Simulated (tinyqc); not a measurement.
Vertical double-diffused power MOSFET, components of the on-resistance: two steps of the calculation.

Stripe cells of pitch Wp + a, two channels a cell. Current flows through the channels, spreads in the accumulation layer, passes the gap between the p bodies and spreads at 45 degrees into the drift layer below them. Low drain voltage, full ionisation.

Parameters, values chosen for the exercise; bulk values close to those of 4H silicon carbide:
- T = 450 K (temperature)
- eps_r = 9.99 (relative permittivity)
- Kc = 23500 V/cm per (cm^-3)^(1/8) (critical-field constant)
- BV = 1700 V (rated breakdown voltage of the drift layer)
- mud = 812 cm^2/(V s) (drift mobility at 300 K)
- bt = 2.1 (temperature exponent of the drift mobility)
- tox = 77 nm (gate oxide thickness (eps_r 3.9))
- Vov = 9 V (gate overdrive)
- mch = 38 cm^2/(V s) (channel mobility)
- mac = 150 cm^2/(V s) (accumulation-layer mobility)
- Lc = 1.3 um (channel length)
- Wp = 4.7 um (width of the p body in one cell, channels included)
- a = 1.9 um (gap between neighbouring p bodies)
- xp = 0.6 um (depth of the p body)
- Nj = 3 (doping of the gap over the drift doping)
- Vbi = 2.76 V (built-in voltage of the body junction)
- Rs = 0.52 mohm cm^2 (substrate and contact resistance)

Constants: q = 1.602176634e-19 C, eps0 = 8.8541878128e-14 F/cm where lengths are in cm. Results are converted to the units shown.

Problem 1. Drift layer. Triangular field at breakdown with Ec = Kc N^(1/8): BV = eps0 eps_r Ec^2/(2 q N), so N = (eps0 eps_r Kc^2/(2 q BV))^(4/3); W = 2 BV/Ec; mu = mud (T/300 K)^(-bt); rho = 1/(q mu N); ideal resistance rho W.

Give: drift doping N; Ec; drift thickness W; electron mobility mu at T; drift resistivity rho; ideal resistance.

Solution 1.

drift doping N = 8.647e15 cm^-3
Ec = 2.308 MV/cm
drift thickness W = 14.73 um
electron mobility mu at T = 346.5 cm^2/(V s)
drift resistivity rho = 2.083 ohm cm
ideal resistance = 3.069 mohm cm^2

Problem 2. Components of the on-resistance. Pitch p = Wp + a, Cox = 3.9 eps0/tox; zero-bias depletion in the gap w0 = sqrt(2 eps0 eps_r Vbi/(q N Nj)), open gap g = a - 2 w0; R_ch = Lc p/(2 mch Cox Vov); R_acc = 0.6 a p/(4 mac Cox Vov), 0.6 being an empirical factor for current leaving the layer along its length; R_gap = (rho/Nj) xp p/g; spreading depth t = min(W, (p - g)/2); R_drift = (rho p/2) ln((g + 2 t)/g) + rho (W - t); R_on = the sum with Rs.

drift doping N = 8.6473063e15 cm^-3
drift thickness W = 14.733331 um
electron mobility mu at T = 346.54879 cm^2/(V s)
drift resistivity rho = 2.0827847 ohm cm

Wanted: w0; g; components; R_on; shares.

Solution 2.

w0 = 0.34274 um
g = 1.2145 um
components (mohm cm^2): channel 2.7971, accumulation 0.31069, gap 0.22637, drift 3.6712, substrate 0.52000
R_on = 7.5254 mohm cm^2
shares (%): channel 37.169, accumulation 4.129, gap 3.008, drift 48.785, substrate 6.910

The drift term is the largest. R_on is 2.45 times the ideal drift resistance rho W, and spreading raises the drift term to 1.20 times it.

Numbers from tinyqc (`OMP_NUM_THREADS=1 python tinyqc.py 2230126 2230127 out.jsonl`; about 0.01 s on one thread of a shared Intel Xeon 2.30GHz).
